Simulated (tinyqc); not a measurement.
# Threshold of a short bulk MOSFET: charge sharing, barrier lowering, narrow width: what changes with what

n-channel device on a p-type body, depletion approximation, full ionisation. Uniform doping N = Na. Vbi from Boltzmann statistics is rough for the degenerate source. Cox = eps0 eox/tox.

Parameters, values chosen for the exercise; band and dielectric values close to those of silicon: temperature T = 350 K; band gap Eg = 1.11 eV; relative permittivity eps_r = 11.6; conduction-band density of states at T Nc = 3.55e19 cm^-3; valence-band density of states at T Nv = 3.28e19 cm^-3; relative permittivity of the gate insulator (close to silicon dioxide) eox = 3.9; insulator thickness tox = 1.2 nm; channel doping Na = 5.4e17 cm^-3; source and drain doping Nsd = 1e20 cm^-3; flat-band voltage for the doping Na Vfb = -0.88 V; junction depth xj = 94 nm; body-source voltage Vbs = -0.5 V; drain-source voltage Vds = 0.05 V; gate width W = 510 nm; shape factor of the fringing depletion at the width edges xw = 1.5708; channel length L = 130 nm.

Constants: q = 1.602176634e-19 C, kB = 1.380649e-23 J/K, Vt = kB T/q, eps0 = 8.8541878128e-14 F/cm where lengths are in cm. Results are converted to the units shown.

Each table varies one quantity; the others keep the values above.

## Threshold roll-off against channel length

ni = sqrt(Nc Nv) exp(-Eg/(2 Vt)), Eg in volts; 2 pB = 2 Vt ln(N/ni); flat band Vfb - Vt ln(N/Na); Wd = sqrt(2 eps0 eps_r (2 pB - Vbs)/(q N)); body term q N Wd/Cox; long-channel VT0 = flat band + 2 pB + body term; Vbi = Vt ln(N Nsd/ni^2); scale length l = sqrt((eps_r/eox) tox Wd). Charge sharing (trapezoid; it ignores Vds): F = (xj/L)(sqrt(1 + 2 Wd/xj) - 1), lowering = body term times F. Barrier lowering: th = exp(-L/(2 l)) + 2 exp(-L/l), lowering = th [2 (Vbi - 2 pB) + Vds], DIBL = th. Narrow width: rise = body term times xw Wd/W. VT by each model = VT0 - lowering + rise. DIBL under 0.001 mV/V is printed as 0.

The same in every row: N (cm^-3) = 5.400e17; VT0 (V) = 0.1507.

Threshold roll-off against channel length:

| L (nm) | L/l | F | DIBL (mV/V) | VT, charge sharing (V) | VT, barrier lowering (V) |
|---|---|---|---|---|---|
| 65 | 4.564 | 0.7032 | 122.9 | 0.06050 | 0.1358 |
| 94 | 6.601 | 0.4863 | 39.59 | 0.09756 | 0.1662 |
| 140 | 9.831 | 0.3265 | 7.441 | 0.1249 | 0.1779 |
| 200 | 14.04 | 0.2285 | 0.8937 | 0.1416 | 0.1803 |
| 280 | 19.66 | 0.1632 | 0.05379 | 0.1527 | 0.1806 |
| 410 | 28.79 | 0.1115 | 0 | 0.1616 | 0.1806 |
| 590 | 41.43 | 0.07747 | 0 | 0.1674 | 0.1806 |
| 850 | 59.69 | 0.05378 | 0 | 0.1715 | 0.1806 |

Read the table: what changes, and by how much?

VT by barrier lowering rises from 0.136 to 0.181 V and VT by charge sharing rises from 0.0605 to 0.171 V. DIBL is under 100 mV/V from L = 94 nm on among the rows (th = 0.1 at L/l = 4.92). For L = 65 F exceeds 0.5: the shares of source and drain overlap, and the trapezoid formula no longer holds.

## Effect of the insulator thickness

Same model as above.

The same in every row: N (cm^-3) = 5.400e17; F = 0.3516.

Result of one run:

| tox (nm) | VT0 (V) | L/l | DIBL (mV/V) | VT, charge sharing (V) | VT, barrier lowering (V) |
|---|---|---|---|---|---|
| 1.8 | 0.2362 | 7.453 | 25.23 | 0.1909 | 0.2718 |

What becomes of these results when the insulator thickness tox is changed from 1.8 to 2.3 nm, all else the same?

Result of the changed run:

| tox (nm) | VT0 (V) | L/l | DIBL (mV/V) | VT, charge sharing (V) | VT, barrier lowering (V) |
|---|---|---|---|---|---|
| 2.3 | 0.3073 | 6.594 | 39.74 | 0.2495 | 0.3501 |

The whole series:

| tox (nm) | VT0 (V) | L/l | DIBL (mV/V) | VT, charge sharing (V) | VT, barrier lowering (V) |
|---|---|---|---|---|---|
| 0.48 | 0.04823 | 14.43 | 0.7353 | 0.03617 | 0.05993 |
| 0.62 | 0.06817 | 12.70 | 1.753 | 0.05258 | 0.08297 |
| 0.81 | 0.09522 | 11.11 | 3.896 | 0.07485 | 0.1140 |
| 1.1 | 0.1365 | 9.534 | 8.649 | 0.1088 | 0.1608 |
| 1.4 | 0.1792 | 8.451 | 15.04 | 0.1440 | 0.2086 |
| 1.8 | 0.2362 | 7.453 | 25.23 | 0.1909 | 0.2718 |
| 2.3 | 0.3073 | 6.594 | 39.74 | 0.2495 | 0.3501 |
| 3 | 0.4070 | 5.773 | 61.98 | 0.3316 | 0.4591 |

As tox goes from 0.48 to 3, VT0 rises from 0.0482 to 0.407 V, DIBL rises from 0.735 to 62.0 mV/V, F stays at 0.352 and VT by barrier lowering rises from 0.0599 to 0.459 V.

Program tinyqc, `OMP_NUM_THREADS=1 python tinyqc.py 2002187 2002188 out.jsonl`; Intel Xeon 2.30GHz, shared host, one thread, about 0.01 s.
